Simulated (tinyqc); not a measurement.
Worked calculation: Cabrera-Mott growth of a thin oxide under its own electric field. Computed by tinyqc, a small Python program that keeps every step. Command: `OMP_NUM_THREADS=1 python tinyqc.py 3027717 3027718 out.jsonl cabrera walk`. One thread of a shared host (Intel(R) Xeon(R) Processor @ 2.30GHz), about 0.02 s of CPU time with the checks. Intermediate numbers are printed to about 7 digits and carried at full precision; extremes and crossings named in words are read from the listed rows.

Electrons cross the film freely and set a fixed potential V across it; the field V/x lowers the barrier for ions entering the oxide.

Inputs (values chosen for the exercise, for a model metal):
```
quantity                     value        unit
barrier W                     1.74          eV
Mott potential V               1.6           V
ion charge number z              2           -
half jump distance b           1.5    angstrom
prefactor u0 = N Omega nu  2.3e+12  angstrom/s
temperature T                  500           K
starting thickness x0          4.3    angstrom
time t                      440000           s
```

Backward hops: ignored.

Constants: k_B = 8.617333262e-05 eV/K.

## Scales

u = u0 exp(-W/(k_B T)), X1 = z b V/(k_B T) with V in volts and k_B T in eV; dx/dt = u exp(X1/x).

u = 6.657325e-06 angstrom/s

X1 = 111.4034 angstrom

## Field and rate at the start

Field E = V/x; the barrier is lowered by z b V/x.

field = 37.20930 MV/cm

barrier lowering = 1.116279 eV

rate = 1188222 angstrom/s

## Thickness after time t

t(x) = int_(x0)^x dx / (dx/dt) by Gauss-Legendre quadrature (80 points on each side of (x0 + 2 x)/3), solved for x.

thickness x = 61.32967 angstrom

rate at time t = 4.094319e-05 angstrom/s

field at time t = 2.608851 MV/cm

X1/x = 1.82: the field still helps, moderately. Caution: the starting field or rate is formal: the first layers form as fast as oxygen arrives. Caution: X1/x is small, so backward hops, left out here, would cut the rate.

## Limiting thickness

Growth counts as stopped when u exp(X1/x) falls to 1e-5 angstrom/s: x_L = X1/ln(1e-5/u), defined while u is below that rate; the critical temperature is T_c = W/(k_B ln(u0/1e-5)).

limiting thickness x_L = 273.8076 angstrom

critical temperature T_c = 505.0888 K

T is below T_c, so the rate is below that level in any film thicker than x_L; growth goes on there, ever more slowly, and so near T_c x_L is no real limit.

## Growth over eight decades

Closed form for thin films (leading term of the integral): x solves (x^2/(u X1)) exp(-X1/x) = t.

Thickness:
```
t (s)     x (angstrom)  1/x (1/angstrom)  closed form (angstrom)
1.00e+00        9.6169         0.1039836                  9.5121
1.00e+01       11.5734         0.0864048                 11.4009
1.00e+02       14.4180         0.0693575                 14.1102
1.00e+03       18.8554         0.0530353                 18.2434
1.00e+04       26.4946         0.0377435                 25.0858
1.00e+05       41.6966         0.0239828                 37.7150
1.00e+06       79.5003         0.0125786                 64.5473
1.00e+07      212.4529         0.0047069                131.5287
1.00e+08      959.0018         0.0010428                323.5023
```

Per decade of time the film gains 2.0 angstrom at first and 750 at the end. The inverse-logarithmic law predicts -X1 d(1/x)/d ln t near 1; the rows give 0.85 at first and 0.18 at the end. The closed form misses by at most a factor 3.0, as it needs x well below X1 and above x0. In the last rows x grows as t^0.65, approaching the linear law x = u t, an artefact of dropping backward hops. Caution: rows beyond about 10 nm exceed the range where electrons tunnel freely and hold a fixed Mott potential.

Checks made by the program: quadrature against adaptive integration (relative difference below 1e-10).
